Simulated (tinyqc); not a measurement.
Double-gate transistor, scale length and short-channel effects: two steps of the calculation.

A body of thickness ts between two insulators of thickness ti and two tied gates. Below threshold the potential that source and drain add obeys Laplace's equation and vanishes on the gate. Its lowest mode decays along the channel as exp(-k y); k is the smallest positive root of the matching condition at the interface, and the scale length is Lambda = pi/k.

Parameters, values chosen for the exercise; permittivities: semiconductor close to that of silicon, insulator close to that of hafnium oxide:
```
symbol,value,unit,meaning
T,273,K,temperature
eps_r,11.8,,relative permittivity of the semiconductor
ei,21.9,,relative permittivity of the insulator
ti,9.4,nm,insulator thickness
ts,4.6,nm,body thickness
L,65,nm,channel length
Vbi,1.02,V,potential of the source
sT,0.56,V,potential of the barrier top at threshold
VTL,0.3,V,long-channel threshold
m,1,,long-channel body factor
Vds,0.7,V,drain voltage
```

Constants: q = 1.602176634e-19 C, kB = 1.380649e-23 J/K, Vt = kB T/q. Results are converted to the units shown.

Question 1. Decay constant by Newton steps. f(k) = ei cos(k ti) cos(k ts/2) - eps_r sin(k ti) sin(k ts/2); f' by a central difference with +/- 1e-5 1/nm; k(new) = k - f/f'.

k at the start = 0.15 1/nm

Give: f; f'; k after iteration 1.

Answer 1.

f = -0.63956
f' = -225.18 nm
k after iteration 1 = 0.14716 1/nm

Question 2. Threshold shift, barrier position and swing. Along the channel psi(y) = s + a exp(y/l) + b exp(-y/l) with psi(0) = Vbi, psi(L) = Vbi + Vds and l = 1/k = Lambda/pi; with A = Vbi - s, B = A + Vds, x = exp(-L/l): a = (B - A x) x/(1 - x^2), b = (A - B x)/(1 - x^2). The minimum is s + 2 sqrt(a b), at y = (l/2) ln(b/a). The long-channel potential follows the gate as s = sT + (Vg - VTL)/m, and the threshold VT is the gate voltage at which the minimum equals sT. Swing = m Vt ln 10/g at threshold, g = d(minimum)/ds = 1 - (b x + a)/((1 + x) sqrt(a b)).

l = 6.7951134 nm

Wanted: s at threshold; a; b; position of the minimum; VT; swing.

Answer 2.

s at threshold = 0.5475 V
a = 8.218e-5 V
b = 0.4724 V
position of the minimum = 29.41 nm
VT = 0.2875 V
swing = 55.19 mV/decade

The threshold lies 12.5 mV below the long-channel value, and the barrier top sits at 0.45 L from the source.

Numbers from tinyqc (`OMP_NUM_THREADS=1 python tinyqc.py 2420066 2420067 out.jsonl`; about 0.01 s on one thread of a shared Intel Xeon 2.30GHz).
